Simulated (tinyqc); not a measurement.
Worked calculation: CCSD on RHF in the 6-311g basis, for H2, spin multiplicity 1. One step of it, computed by the program tinyqc.

Question. CCSD: starting amplitudes. t_ij^ab = <ij||ab> / (e_i + e_j - e_a - e_b), whose energy is MP2.

orbital energies (hartree): MO1 -0.515260, MO2 0.112067, MO3 0.332873, MO4 0.534823, MO5 2.521746, MO6 2.662794

Two-electron integrals over orbitals (pq|rs), unique and non-zero (hartree):
```
(11|11) 0.555009    (21|21) 0.079627    (22|11) 0.374784    (22|22) 0.322453
(31|11) -0.116910   (31|22) -0.043057   (31|31) 0.053598    (32|21) 0.009450
(32|32) 0.027905    (33|11) 0.353315    (33|22) 0.283488    (33|31) -0.039918
(33|33) 0.280916    (41|21) -0.076234   (41|32) 0.013090    (41|41) 0.092478
(42|11) -0.139643   (42|22) -0.064539   (42|31) 0.050374    (42|33) -0.053241
(42|42) 0.067701    (43|21) 0.055788    (43|32) 0.011817    (43|41) -0.051172
(43|43) 0.046106    (44|11) 0.443359    (44|22) 0.336824    (44|31) -0.078951
(44|33) 0.303808    (44|42) -0.100023   (44|44) 0.384225    (51|21) -0.028422
(51|32) 0.020877    (51|41) 0.051176    (51|43) -0.027664   (51|51) 0.070339
(52|11) -0.030069   (52|22) 0.003269    (52|31) 0.025350    (52|33) -0.007014
(52|42) 0.015173    (52|44) -0.021993   (52|52) 0.031805    (53|21) 0.035229
(53|32) -0.010353   (53|41) -0.046823   (53|43) 0.024739    (53|51) -0.040264
(53|53) 0.031201    (54|11) 0.121125    (54|22) 0.043888    (54|31) -0.055970
(54|33) 0.046257    (54|42) -0.054763   (54|44) 0.086781    (54|52) -0.042341
(54|54) 0.081495    (55|11) 0.579939    (55|22) 0.390912    (55|31) -0.136808
(55|33) 0.358627    (55|42) -0.160235   (55|44) 0.477972    (55|52) -0.065597
(55|54) 0.179394    (55|55) 0.702878    (61|11) -0.055341   (61|22) -0.020408
(61|31) 0.035686    (61|33) -0.017438   (61|42) 0.032789    (61|44) -0.051656
(61|52) 0.039218    (61|54) -0.064267   (61|55) -0.124738   (61|61) 0.067791
(62|21) -0.016259   (62|32) 0.009297    (62|41) 0.027304    (62|43) -0.017412
(62|51) 0.039227    (62|53) -0.020913   (62|62) 0.024102    (63|11) 0.083239
(63|22) 0.040162    (63|31) -0.033602   (63|33) 0.031542    (63|42) -0.038171
(63|44) 0.063736    (63|52) -0.020426   (63|54) 0.047359    (63|55) 0.120869
(63|61) -0.037852   (63|63) 0.031895    (64|21) 0.035596    (64|32) -0.020523
(64|41) -0.056171   (64|43) 0.027427    (64|51) -0.062219   (64|53) 0.040043
(64|62) -0.035697   (64|64) 0.062064    (65|21) 0.122165    (65|32) -0.014807
(65|41) -0.144640   (65|43) 0.091124    (65|51) -0.116963   (65|53) 0.090598
(65|62) -0.066258   (65|64) 0.119119    (65|65) 0.295614    (66|11) 0.586700
(66|22) 0.385685    (66|31) -0.137309   (66|33) 0.361890    (66|42) -0.162178
(66|44) 0.477151    (66|52) -0.067210   (66|54) 0.179632    (66|55) 0.698116
(66|61) -0.116707   (66|63) 0.118101    (66|66) 0.704886
```

Give: Starting amplitudes; correlation energy.

Answer.

Starting amplitudes (spin orbitals 1a, 1b, ...; amplitudes related by a flip of all spins are not repeated):
```
from      to        t
1a 1b  2a 2b  -0.0635
1a 1b  2a 4b   0.0454
1a 1b  4a 4b  -0.0440
1a 1b  3a 3b  -0.0316
1a 1b  4a 5b  -0.0125
1a 1b  5a 5b  -0.0116
1a 1b  6a 6b  -0.0107
1a 1b  3a 6b  -0.0089
1a 1b  2a 5b   0.0078
```

correlation energy = -0.021641 hartree
